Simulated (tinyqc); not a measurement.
Delay unit and parasitic delay from two ring oscillators.

Inverse problem. A ring of 11 inverters oscillates at 1/(2 x 11 d), with stage delay d = tau (h + p) for fan-out h. Find tau, p and the delay at fan-out 4.

frequencies of 11-stage ring oscillators with fan-out 2 and 6 (GHz): 2.4409188  1.0401046

Solution. d is a straight line in h with slope tau and intercept tau p.

tau = 6.270 ps
p = 0.9700
delay at fan-out 4 = 31.16 ps

Program tinyqc, `OMP_NUM_THREADS=1 python tinyqc.py 2082012 2082013 out.jsonl`; Intel Xeon 2.30GHz, shared host, one thread, about 0.01 s.
